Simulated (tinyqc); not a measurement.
# From one set of inputs to another, one input at a time

Model: velocity overshoot from momentum and energy balance equations after a field step. Computed by tinyqc, a small Python program. Command: `OMP_NUM_THREADS=1 python tinyqc.py 3021243 3021244 out.jsonl overshoot ladder`. One thread of a shared host (Intel(R) Xeon(R) Processor @ 2.30GHz), about 0.05 s of CPU time with the checks.

At t = 0 the field jumps from 0 to F in a uniform sample. v is the drift velocity and u = w - (3/2) k_B T the excess energy per carrier.

The inputs printed are set A. Set A is modelled on holes in silicon except for tau_E; the values taken over come from a set modelled on electrons in 4H-SiC except for tau_E. Inputs not listed in the table keep their values of set A, so the rows need not describe a real material.

Inputs (values chosen for the exercise, modelled on holes in silicon except for tau_E):
```
quantity,value,unit
effective mass m,0.38,m_0
low-field mobility mu_0,450,cm^2/(V s)
saturation velocity v_s,0.88,1e7 cm/s
energy relaxation time tau_E,0.31,ps
field after the step F,46,kV/cm
lattice temperature T,300,K
time step dt,3.7,fs
```

Scheme: explicit Euler.

Constants: m_0 = 9.1093837015e-31 kg; e = 1.602176634e-19 C; k_B = 8.617333262e-05 eV/K.

Method:
- dv/dt = e F/m - v/tau_m(u), du/dt = e F v - u/tau_E, tau_m(u) = tau_0/(1 + c u), tau_0 = m mu_0/e, c = mu_0/(e tau_E v_s^2); this choice gives the steady state v (1 + mu_0 F v/v_s^2) = mu_0 F, which saturates at v_s. Steady velocity v = 2 mu_0 F/(1 + sqrt(1 + 4 (mu_0 F/v_s)^2)); u = e F v tau_E; carrier temperature T + 2u/(3 k_B), neglecting the drift energy m v^2/2.
- Step: v_new = v + dt (e F/m - v/tau_m(u)), u_new = u + dt (e F v - u/tau_E). Start v = u = 0; the distance adds dt (v + v_new)/2.
- Run to 8 times the larger of tau_E and tau_0, but at most 20001 steps, and stop early if |v| > 1000 v_s or u < -1/(2c); the run is accepted if the last v is within 0.5 % of the steady value.

Each row keeps all changes above it:
```
input moved,from,to,peak velocity (1e7 cm/s),steady velocity (1e7 cm/s),steady carrier temperature (K)
set A,-,-,1.203,0.713,1086
energy relaxation time tau_E (ps),0.31,0.29,1.189,0.713,1035
low-field mobility mu_0 (cm^2/(V s)),450,980,1.495,0.798,1124
field after the step F (kV/cm),46,24,1.089,0.731,693
saturation velocity v_s (1e7 cm/s),0.88,1.9,1.525,1.282,990
effective mass m (m_0),0.38,0.37,1.531,1.282,990
```

Peak velocity goes from 1.20 to 1.53, a factor 1.27 in all. The largest single move comes from saturation velocity v_s (a factor 1.40), and field after the step F works against it (a factor 0.728). Steady velocity goes from 0.713 to 1.28, a factor 1.80 in all. The largest single move comes from saturation velocity v_s (a factor 1.75), and field after the step F works against it (a factor 0.915). Steady carrier temperature goes from 1090 to 990, a factor 0.912 in all. The largest single move comes from field after the step F (a factor 0.617), and saturation velocity v_s works against it (a factor 1.43). The single moves hold for this order of the switches; the total does not depend on the order.

Extremes, crossings and ranges named in words are read from the listed rows.
